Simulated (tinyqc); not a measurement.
## Surface Green function of a two-leg ladder, Sancho-Rubio decimation: effect of the broadening

A semi-infinite lead of cells 0, 1, 2, ... with H0 inside a cell and H1 = <cell i|H|cell i + 1>. One rung (site 1 on leg a, site 2 on leg b) is a cell; all hoppings enter with a minus sign. z = E + i eta.

Start with e_s = e = H0, a = H1, b = H1^dagger. Each round: g = (z - e)^(-1); e_s <- e_s + a g b; e <- e + a g b + b g a; a <- a g a; b <- b g b (all with the old a, b). Round k joins cells 2^k apart. Stop when the largest entry of the matrices a and b is below 1e-12 eV; g_s = (z - e_s)^(-1), bulk (z - e)^(-1), density of states -Im Tr/pi. The last column counts the steps of the plain recursion g <- (z - H0 - H1 g H1^dagger)^(-1), one cell a step from g = (z - H0)^(-1), until no entry changes by more than 1e-8 1/eV.

Inputs (values chosen for the exercise):
```
symbol,value,unit,meaning
E,2.29,eV,energy
```

H0 (eV):
```
	1	2
1	0	-1.19
2	-1.19	-0.36
```

H1 (eV):
```
	1	2
1	-1	-0.38
2	0	-1.26
```

Effect of the broadening:
```
eta (eV)	rounds	surface density of states (1/eV)	plain steps
0.3	8	0.2195	42
0.1	9	0.2386	126
0.04	10	0.2459	315
0.02	11	0.2486	631
0.01	12	0.2499	1263
0.004	14	0.2508	3160
```

What does the table show?

The rounds go from 8 to 14 and the plain steps from 42 to 3160. Inside a band the plain recursion needs a number of steps that grows as 1/eta, the decimation only as log2(1/eta). The density of states tends to 0.2513 1/eV as eta goes to zero; the first row is 13 % below that and the last 0.22 % below it.

Numbers from tinyqc (`OMP_NUM_THREADS=1 python tinyqc.py 2680036 2680037 out.jsonl`; about 0.06 s on one thread of a shared Intel Xeon 2.30GHz).
